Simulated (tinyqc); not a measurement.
Donors with valley-orbit split 1s states: sweeps and comparisons. A value that a table varies takes the place of the one given here.

Each donor binds at most one electron, in any of its states. For a site s, W_s = sum over its states of g exp(E/kT), and the ionised share is 1/(1 + W_s exp(eta)), eta = (EF - Ec)/kT; n = Nc F_1/2(eta); neutrality n + NA = ND x (mean ionised share); holes are neglected. Nc from N = 2 (m kB T/(4 pi c))^(3/2) with c = hbar^2/2m0, in 1/angstrom^3; times 1e24 for 1/cm^3, m = md. F_j(eta) = (1/Gamma(j + 1)) integral_0^infinity x^j dx/(1 + exp(x - eta)), which tends to exp(eta) for eta << 0.

Mobility (Caughey-Thomas form): mu = mu0 + (mu1 (T/300)^(-ga) - mu0)/(1 + ((ND + NA)/Nr)^de); rho = 1/(e n mu), e = 1.602176634e-19 C.

Constants: hbar^2/2m0 = 3.80998211 eV angstrom^2; kB = 8.617333262e-05 eV/K.

Parameters, chosen for this exercise (near those of As in Si; not measured data):

| symbol | value | unit | meaning |
|---|---|---|---|
| md | 1.087 | m0 | density-of-states mass of the conduction band |
| E | (54.4, 32.6, 30.9) | meV | binding energies of 1s(A1), 1s(T2), 1s(E) |
| g | (2, 6, 4) |  | their degeneracies with spin |
| ND | 8.8e+17 | 1/cm^3 | donors |
| NA | 0 | 1/cm^3 | compensating acceptors, all ionised |
| T | 400 | K |  |
| mu0 | 66 | cm^2/(V s) | mobility at heavy doping |
| mu1 | 1432 | cm^2/(V s) | mobility at light doping and 300 K |
| Nr | 1e+17 | 1/cm^3 | reference doping |
| de | 0.72 |  | doping exponent |
| ga | 2.3 |  | temperature exponent |

## What the excited states change

The last columns keep only the ground state of each site (g = 2).

Results:

| T (K) | effective degeneracy | eta | n (1/cm^3) | n, ground states only | ratio |
|---|---|---|---|---|---|
| 40 | 2.02 | -8.47 | 2.91e+14 | 2.92e+14 | 0.996 |
| 60 | 2.13 | -6.17 | 5.30e+15 | 5.47e+15 | 0.969 |
| 80 | 2.39 | -5.14 | 2.29e+16 | 2.50e+16 | 0.917 |
| 110 | 2.94 | -4.44 | 7.45e+16 | 8.94e+16 | 0.833 |
| 150 | 3.76 | -4.09 | 1.68e+17 | 2.21e+17 | 0.759 |
| 200 | 4.72 | -3.98 | 2.87e+17 | 3.97e+17 | 0.723 |
| 250 | 5.52 | -4.01 | 3.90e+17 | 5.40e+17 | 0.723 |
| 300 | 6.19 | -4.09 | 4.75e+17 | 6.41e+17 | 0.741 |
| 400 | 7.21 | -4.29 | 5.96e+17 | 7.54e+17 | 0.790 |
| 500 | 7.94 | -4.51 | 6.72e+17 | 8.05e+17 | 0.835 |

How do the results move?

The effective degeneracy grows from 2.02 to 7.94. Excited states hold electrons back, so the ratio is never above 1; it is lowest, 0.723, at 200 K of those listed, and 0.741 at 300 K. At low T the excited states empty out, and at high T more donors are ionised (n is 76 % of ND - NA in the last row), so the effect is largest in between.

## Ionisation and resistivity against doping

NA = 0.

Results:

| ND (1/cm^3) | n (1/cm^3) | n/ND | mu (cm^2/(V s)) | rho (ohm cm) | rho at full ionisation |
|---|---|---|---|---|---|
| 1.0e+14 | 1.00e+14 | 1.000 | 734 | 85.0 | 85.0 |
| 1.0e+15 | 9.99e+14 | 0.999 | 715 | 8.73 | 8.73 |
| 1.0e+16 | 9.92e+15 | 0.992 | 631 | 0.997 | 0.989 |
| 3.0e+16 | 2.93e+16 | 0.977 | 540 | 0.394 | 0.385 |
| 1.0e+17 | 9.31e+16 | 0.931 | 402 | 0.167 | 0.155 |
| 3.0e+17 | 2.50e+17 | 0.833 | 276 | 0.0905 | 0.0754 |
| 1.0e+18 | 6.55e+17 | 0.655 | 174 | 0.0548 | 0.0359 |
| 2.0e+18 | 1.07e+18 | 0.537 | 136 | 0.0428 | 0.0230 |

What can be read from the table?

From 1e16 to 1e18 1/cm^3 rho falls by a factor 18.2, not 100: the mobility takes a factor 3.63 and incomplete ionisation 1.51. n/ND is below 0.9 from 3e+17 1/cm^3 on. From a few times 1e18 1/cm^3 on, depending on the dopant, the levels merge with the band, and already below that screening lowers the binding energy, so the last rows understate n.

## Compensation sets the slope of the freeze-out

NA = K ND. The slope energy is -d ln(n T^(-p))/d(1/kT) between 30 and 36 K, with p = 3/4 for K = 0 and p = 3/2 otherwise.

Results:

| K | n(30 K) (1/cm^3) | n(36 K) (1/cm^3) | slope energy (meV) |
|---|---|---|---|
| 0 | 1.69e+13 | 1.12e+14 | 27.18 |
| 0.0010 | 3.26e+11 | 1.40e+13 | 54.12 |
| 0.010 | 3.23e+10 | 1.41e+12 | 54.35 |
| 0.050 | 6.20e+09 | 2.71e+11 | 54.36 |
| 0.20 | 1.31e+09 | 5.71e+10 | 54.36 |
| 0.50 | 3.26e+08 | 1.43e+10 | 54.36 |

How do the results move?

Without acceptors the slope is 27.18 meV, against half the ground-state energy, 27.20; with K = 0.05 it is 54.36 meV, against the full 54.4. The full energy (less a few meV where excited levels lie within a few kT) shows where n is far below NA, since the acceptors then hold EF near the donor level: n(36 K)/NA is 0.016 for K = 0.001 and 6.2e-06 for K = 0.05.

## What moves the carrier density

All results formed anew. Each row changes one parameter from the base and keeps the others.

Results:

| case | eta | n (1/cm^3) | rho (ohm cm) |
|---|---|---|---|
| base | -4.293 | 5.956e+17 | 0.05749 |
| E = (59.4, 32.6, 30.9) meV | -4.303 | 5.894e+17 | 0.05810 |
| md = 1.196 m0 | -4.402 | 6.162e+17 | 0.05556 |
| ND = 1.76e+18 1/cm^3 | -3.789 | 9.829e+17 | 0.04480 |
| NA = 8.8e+16 1/cm^3 | -4.410 | 5.297e+17 | 0.06701 |
| T = 430 K | -4.358 | 6.222e+17 | 0.06165 |
| Nr = 2e+17 1/cm^3 | -4.293 | 5.956e+17 | 0.04398 |

What does this show?

The largest shifts from the base row, up to three for each result and ties (the steps differ in size, so this ranks the rows, not the parameters). eta: ND +0.504, NA -0.118, md -0.110; unchanged at the printed digits by Nr. n (1/cm^3): ND +3.87e+17, NA -6.58e+16, T +2.66e+16; unchanged at the printed digits by Nr. rho (ohm cm): Nr -0.0135, ND -0.0127, NA +0.00952.

tinyqc: `OMP_NUM_THREADS=1 python tinyqc.py 1650098 1650099 out.jsonl`; about 0.01 s, one thread, shared Intel(R) Xeon(R) Processor @ 2.30GHz.
